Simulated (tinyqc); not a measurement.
## MOS inversion layer, Poisson-Schroedinger loop: effect of the temperature

Electrons confined at an insulator interface at z = 0, treated as a hard wall; parabolic valleys, Hartree approximation, no image or exchange terms. The depletion charge lies far deeper than the electrons and gives a uniform field q Nd/(eps0 eps_r); the gate balances all charge. Energies are counted from the band edge at the interface.

Schroedinger equation -(C/mz) psi'' + (V0 + U) psi = E psi, C = hbar^2/(2 m0), psi(0) = 0, on a uniform mesh of 800 nodes with a far wall at 32 nm, 8 levels a set; V0 = q Nd z/(eps0 eps_r); dU/dz = q (Ns - integral of n from 0 to z)/(eps0 eps_r), U(0) = 0; N_k = g md m0 q Vt/(pi hbar^2) ln(1 + exp((EF - E_k)/Vt)), g the number of valleys of the set, sum N_k = Ns. Triangular well: E_k = a_k (C F^2/mz)^(1/3), a_1 = 2.338107, a_2 = 4.087949, C = hbar^2/(2 m0), F in eV/nm. Fang-Howard (all electrons in the lowest level of set A): b^3 = 6 (mz1/C) q (Nd + 11 Ns/32)/(eps0 eps_r), centroid 3/b, level C b^2/(4 mz1) + (3/b) q (Nd + 11 Ns/16)/(eps0 eps_r). The centroid adds 3.9 z_av/eps_r to an oxide-equivalent thickness. Shares under 0.0001 % are printed as 0.

Values chosen for this exercise; masses and permittivity close to those of germanium (100): relative permittivity eps_r = 15.8; mass along z of valley set A (4 valley(s)) mz1 = 0.118 m0; in-plane density-of-states mass of set A md1 = 0.295 m0; sheet density of electrons Ns = 5.5e12 cm^-2; sheet density of depletion charge Nd = 6.4e11 cm^-2.

Constants: q = 1.602176634e-19 C, kB = 1.380649e-23 J/K, hbar = 1.054571817e-34 J s, m0 = 9.1093837015e-31 kg, Vt = kB T/q, eps0 = 8.8541878128e-14 F/cm where lengths are in cm, hbar^2/(2 m0) = 0.0380998212 eV nm^2. Results are converted to the units shown.

The same in every row: Fang-Howard centroid (nm) = 3.69.

Effect of the temperature:
```
T (K)  A1 (meV)  A2 (meV)  EF (meV)  share of A1 (%)  share of A2 (%)  centroid z_av (nm)  added oxide equivalent (nm)
20          236       309       247              100                0                3.47                        0.857
50          236       309       247              100                0                3.47                        0.857
77          236       309       246              100          0.00427                3.47                        0.857
120         236       309       243             99.8            0.150                3.48                        0.858
200         236       312       234             98.1             1.70                3.55                        0.876
300         237       318       219             93.8             4.96                3.75                        0.925
400         238       326       201             88.9             8.04                4.00                        0.988
500         240       333       179             83.9             10.6                4.28                         1.06
```

As T goes from 20 to 500, A1 rises from 236 to 240 meV, the share of A1 falls from 100 to 83.9 % and the centroid rises from 3.47 to 4.28 nm. EF lies more than 2 meV above A1 for T = 20, 50, 77, 120. The Fang-Howard centroid is 6.2 % above the full one in the first row, where A1 holds 100 %, and 14 % below it in the last, where A1 holds 83.9 %.

tinyqc, about 0.5 s, one thread, Intel Xeon 2.30GHz (shared host): `OMP_NUM_THREADS=1 python tinyqc.py 2160083 2160084 out.jsonl`
